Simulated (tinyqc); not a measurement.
# Tunnelling through a two-layer gate stack, WKB transmission and Tsu-Esaki current: effects of single changes

Electrons leave the emitter at x = 0. Energies E (motion across the layers) are in eV from the emitter Fermi level; the collector Fermi level lies at -V and offers states at every E. No charge in the dielectric and no image force: F1 = V/(t1 + t2 eps1/eps2), F2 = F1 eps1/eps2; U = phi1 - F1 x in layer 1 and phi2 - F1 t1 - F2 (x - t1) in layer 2. With C = hbar^2/(2 m0), kappa = sqrt(m (U - E)/C) where U > E and 0 elsewhere; T(E) = exp(-S), S = 2 times the integral of kappa over x.

Inputs (values chosen for the exercise); layer 1 close to silicon dioxide, layer 2 close to zirconium oxide: temperature T = 400 K; Fermi energy of the emitter above its band bottom Ef = 0.35 eV; emitter mass in the supply function me = 1 m0; barrier of layer 1 above the emitter Fermi level at zero bias phi1 = 3.15 eV; tunnelling mass of layer 1 m1 = 0.48 m0; thickness of layer 1 t1 = 1.2 nm; relative permittivity of layer 1 eps1 = 3.85; barrier of layer 2 at zero bias phi2 = 1.43 eV; tunnelling mass of layer 2 m2 = 0.24 m0; thickness of layer 2 t2 = 3.5 nm; relative permittivity of layer 2 eps2 = 25.7; voltage across the dielectric V = 0.4 V.

Constants: q = 1.602176634e-19 C, kB = 1.380649e-23 J/K, hbar = 1.054571817e-34 J s, m0 = 9.1093837015e-31 kg, Vt = kB T/q, hbar^2/(2 m0) = 0.0380998212 eV nm^2. Results are converted to the units shown.

Each table varies one quantity; the others keep the values above.

## Current against voltage

Each layer adds (2/F) sqrt(m/C) [G(u at its left edge) - G(u at its right edge)] to S, with u = U - E (0 where negative) and G(u) = (2/3) u^1.5. J = J0 times the integral of T(E) N(E) dE, N = ln[(1 + exp(-E/Vt))/(1 + exp((-E - V)/Vt))], J0 = q^2 me m0 kB T/(2 pi^2 hbar^3) (times 1e-4 for A/cm^2 per eV), from E = -Ef to far above the barrier (T = 1 there), by quadrature converged to the digits shown.

Current against voltage:
```
V (V)  S at E = 0   T(E = 0)  J (A/cm^2)  mean E of the current (eV)
0.2         34.67  8.731e-16    1.428e-7                     -0.1073
0.49        32.39  8.541e-15    1.391e-6                     -0.1082
0.77        29.93  1.005e-13    1.469e-5                    -0.09135
1.06        26.95  1.976e-12    2.628e-4                    -0.04321
1.35        23.08  9.433e-11     0.01590                     0.07675
1.64        17.30   3.079e-8       2.657                     0.01628
1.92        13.96   8.691e-7       89.72                    -0.06591
2.21        13.09   2.073e-6       687.2                     -0.1499
2.5         12.78   2.809e-6        1569                     -0.1999
```

What does the comparison show?

J rises from 1.43e-7 to 1570 A/cm^2, by 3.41 decades a volt between the first two rows and 1.24 between the last two. From V = 1.64 V on (among the rows) a band edge falls below the emitter Fermi level, so electrons at E = 0 no longer cross the full thickness. In 3 of the 9 rows the field exceeds 10 MV/cm (up to 14.5), more than most dielectrics sustain; the model ignores breakdown.

## Effect of the tunnelling mass m1

Same model as above.

Effect of the tunnelling mass m1:
```
m1 (m0)  S at E = 0   T(E = 0)  J (A/cm^2)  mean E of the current (eV)
0.12          25.74  6.647e-12    0.001289                     -0.1277
0.15          26.61  2.779e-12    5.290e-4                     -0.1259
0.2           27.89  7.739e-13    1.436e-4                     -0.1232
0.25          29.01  2.510e-13    4.553e-5                     -0.1208
0.31          30.22  7.475e-14    1.325e-5                     -0.1182
0.4           31.84  1.488e-14    2.556e-6                     -0.1147
0.5           33.43  3.026e-15    5.049e-7                     -0.1113
0.63          35.28  4.768e-16    7.698e-8                     -0.1073
```

J falls from 0.00129 to 7.70e-8 A/cm^2. S goes as m1^(0.19): only one of the two layers feels this mass, so the power is below 0.5.

## Effect of the barrier height

Same model as above.

Effect of the barrier height:
```
phi1 (eV)  S at E = 0   T(E = 0)  J (A/cm^2)  mean E of the current (eV)
1.6             28.64  3.650e-13    5.520e-5                    -0.09837
1.89            29.62  1.374e-13    2.137e-5                     -0.1023
2.17            30.48  5.767e-14    9.165e-6                     -0.1052
2.46            31.32  2.494e-14    4.040e-6                     -0.1076
2.74            32.08  1.165e-14    1.917e-6                     -0.1096
3.03            32.83  5.527e-15    9.224e-7                     -0.1113
3.31            33.51  2.785e-15    4.704e-7                     -0.1127
3.6             34.19  1.413e-15    2.413e-7                     -0.1140
```

What does the comparison show?

J falls from 5.52e-5 to 2.41e-7 A/cm^2, on average 1.18 decades for each eV, while S rises from 28.6 to 34.2.

Program tinyqc, `OMP_NUM_THREADS=1 python tinyqc.py 2540088 2540089 out.jsonl`; Intel Xeon 2.30GHz, shared host, one thread, about 0.04 s.
